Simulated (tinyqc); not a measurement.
Temperatures in a stack of 3 dies with leakage feedback: one step of the calculation.

One-dimensional heat flow to a sink below die 0. The power of each die is released in a plane at its top; from the plane of die j > 0 heat crosses its silicon (ts), a bond layer and the wiring of die j - 1; from die 0 it crosses t0, paste and sink. Copper shares the path through bond and wiring in parallel: k_eff = fm km + (1 - fm) k. Silicon is taken at the temperature of the plane above it. Leakage is P_l exp((T - 350 K)/Tl).

Question. Resistances per area at 300 K. R = thickness/conductivity for each layer.

Parameters, values chosen for the exercise; conductivities of the order met in silicon, wiring layers, bonds and pastes:
```
symbol  value      unit                                       meaning
k0        147   W/(m K)              conductivity of silicon at 300 K
ts         50        um                    thickness of a thinned die
t0        775        um         thickness of the die next to the sink
tb         14        um                thickness of the wiring layers
kb        2.3   W/(m K)             conductivity of the wiring layers
tg         30        um                     thickness of a bond layer
kg        1.5   W/(m K)           conductivity of the bond dielectric
fm        0.1            area share of copper through bond and wiring
km        390   W/(m K)                        conductivity of copper
Rt       0.26  K cm^2/W                                 paste and lid
Rs       0.55  K cm^2/W                                     heat sink
```

Give: thick die; thinned die; k_eff of the bond; k_eff of the wiring; bond plus wiring; paste plus sink.

Answer.

thick die = 0.05272 K cm^2/W
thinned die = 0.003401 K cm^2/W
k_eff of the bond = 40.35 W/(m K)
k_eff of the wiring = 41.07 W/(m K)
bond plus wiring = 0.01084 K cm^2/W
paste plus sink = 0.8100 K cm^2/W

Computed by the program tinyqc: `OMP_NUM_THREADS=1 python tinyqc.py 2162226 2162227 out.jsonl`, one thread of a shared Intel Xeon 2.30GHz, about 0.02 s for the whole run.
